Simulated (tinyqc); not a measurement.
Depletion-mode phase shifter in a rib waveguide and its Mach-Zehnder modulator: two steps of the calculation.

A lateral p-n junction at x0 in a waveguide whose mode intensity is a Gaussian of rms width s about x = 0; p side at smaller x. Reverse bias removes carriers and raises the index. Abrupt junction, doping uniform over the whole mode, lumped electrode (no travelling-wave effects).

Values chosen for this exercise; values close to those of silicon near 1550 nm: wavelength lam = 1565 nm; relative permittivity of the semiconductor eps_r = 11.7; acceptor density Na = 1.8e18 cm^-3; donor density Nd = 4.8e17 cm^-3; built-in voltage Vb = 0.89 V; rms width of the lateral mode intensity s = 130 nm; junction offset towards the n side x0 = 60 nm; length of the phase shifter L = 2 mm; reverse bias V = 2 V.

Constants: q = 1.602176634e-19 C, eps0 = 8.8541878128e-14 F/cm where lengths are in cm. Results are converted to the units shown.

Question 1. Depletion edges and mode overlap. W = sqrt(2 eps0 eps_r (Vb + V)(1/Na + 1/Nd)/q); edges xp = x0 - W Nd/(Na + Nd), xn = x0 + W Na/(Na + Nd); F(x) = [1 + erf(x/(sqrt(2) s))]/2.

Wanted: W at 0 and at V; edge; F.

Answer 1.

W at 0 and at V (nm): 55.11  99.31

```
edge   edge (nm)       F
xp(0)      48.40  0.6452
xn(0)      103.5  0.7870
xp(V)      39.09  0.6182
xn(V)      138.4  0.8565
```

Question 2. Mach-Zehnder modulator. One arm driven from 0 to V: phase 2 pi dneff L/lam; biased at quadrature the output swings between [1 -+ sin(phase/2)]/2; extinction ratio in dB; insertion loss = loss x L.

dneff = 9.7207335e-5
loss = 27.030952 dB/cm

Wanted: phase; extinction ratio; insertion loss.

Answer 2.

phase = 0.2485 pi
extinction ratio = 3.479 dB
insertion loss = 5.406 dB

tinyqc, about 0.01 s, one thread, Intel Xeon 2.30GHz (shared host): `OMP_NUM_THREADS=1 python tinyqc.py 2650106 2650107 out.jsonl`
